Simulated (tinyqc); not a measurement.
Electron-beam lithography: double-Gaussian proximity function, edge placement and dose correction for parallel lines: one step, computed by the program tinyqc. Command: `OMP_NUM_THREADS=1 python tinyqc.py 3110913 3110914 out.jsonl proximity walk`. One thread of a shared host (Intel(R) Xeon(R) Processor @ 2.30GHz), about 0.01 s of CPU time with the checks.

Lines are infinitely long. Absorbed energy is counted so that the middle of a very large area written at dose 1 receives 1; the resist develops where it exceeds 1/2.

Task: Interaction matrix. f(r) = [exp(-r^2/alpha^2)/alpha^2 + eta exp(-r^2/beta^2)/beta^2]/(pi (1 + eta)). A line from a to b at dose d gives E(x) = d [S(alpha) + eta S(beta)]/(1 + eta), S(s) = [erf((b - x)/s) - erf((a - x)/s)]/2. M_ij is the mean of E at the two edges of line i from line j at dose 1.

Inputs (values chosen for the exercise, of the order of those for 30 keV electrons in resist on silicon): forward range alpha = 0.013 micrometre; backscatter range beta = 4.9 micrometre; backscatter ratio eta = 0.88.

Lines (micrometre):
```
line  left edge  right edge  centre
1         0.000       0.095  0.0475
2         0.515       3.315  1.9150
3         3.995       4.565  4.2800
4         4.634       4.702  4.6680
```

Give: M.

Result:

M, rows 1, 2, 3, 4:
$$\begin{pmatrix}
0.27108 & 0.12802 & 0.01458 & 0.00151 \\
0.00418 & 0.40193 & 0.02327 & 0.00259 \\
0.00243 & 0.11761 & 0.29654 & 0.00363 \\
0.00210 & 0.10894 & 0.03049 & 0.26962
\end{pmatrix}$$
